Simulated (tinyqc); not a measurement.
Composition from the perpendicular lattice constant.

Question. The layer is x parts of the first compound and 1 - x of the second, grown coherently on the third as substrate and barrier. Rows of the table: lattice constant a, average valence level Ea on an absolute scale, spin-orbit splitting so, gaps at Gamma, X and L, hydrostatic deformation potentials av and ac (Gamma), shear potential b, elastic constants, electron and heavy-hole (along z) masses. All are interpolated linearly in x; gaps get -C x (1 - x), taken wholly in the conduction band; real line-ups can differ from this model by 0.1 eV or more. In-plane strain e = (a_substrate - a)/a, e_z = -2 (c12/c11) e, volume change 2 e + e_z. X-ray diffraction gives a_z = a (1 + e_z) of the coherent layer. Find x, e and the relaxed Gamma gap.

Parameters, values chosen for the exercise:
- CG = 0.477 eV (bowing of the Gamma gap)
- CX = 1.4 eV (bowing of the X gap)
- CL = 0.33 eV (bowing of the L gap)

Binary compounds, values chosen for the exercise:
```
              close to InAs  close to GaAs  close to InP
a (angstrom)          6.058          5.653         5.869
Ea (eV)               -6.67          -6.92         -7.04
so (eV)               0.383          0.342          0.11
EG (eV)               0.359           1.42          1.34
EX (eV)                1.38           1.88           2.2
EL (eV)                1.08            1.7          1.95
av (eV)               0.997           1.16          1.29
ac (eV)               -5.07          -7.11         -5.07
b (eV)                -1.79          -1.72         -1.68
c11 (GPa)              83.8            121           101
c12 (GPa)              45.8           53.7          56.5
me (m0)               0.023         0.0664        0.0801
mh (m0)               0.335          0.345         0.526
```

lattice constant along the growth direction = 5.93908101 angstrom

Solution. a_z changes steadily with x, about (1 + 2 c12/c11) times as fast as the relaxed lattice constant, so one composition matches.

x = 0.6200
e = -0.5945 %
relaxed Gamma gap = 0.6498 eV

Computed by the program tinyqc: `OMP_NUM_THREADS=1 python tinyqc.py 2690019 2690020 out.jsonl`, one thread of a shared Intel Xeon 2.30GHz, about 0.01 s for the whole run.
